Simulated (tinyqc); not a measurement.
Length of a molecular wire: coherent transport through a tight-binding bridge. Computed by the program tinyqc. 

A uniform bridge between two chains:
```
parameter                        value
site energy (eV)              1.300000
hopping in the bridge (eV)    0.540000
lead hopping (eV)             2.460000
couplings (eV)              0.36, 0.91
E (eV)                        0.420000
```

T = Gamma_L Gamma_R |G_1n|^2 with the self-energies of semi-infinite chains.

Transmission against length:
```
sites           T    ln T
2      5.6541e-02  -2.873
3      9.2682e-02  -2.379
4      3.9050e-01  -0.940
5      2.4619e-01  -1.402
6      7.5330e-02  -2.586
7      5.6133e-02  -2.880
8      8.6367e-02  -2.449
9      3.3904e-01  -1.082
10     2.8345e-01  -1.261
```

E lies inside the band of the bridge (|E - e|/2h = 0.815 < 1): T does not decay but oscillates with length, between 0.056 and 0.391 here, as levels of the bridge pass E.
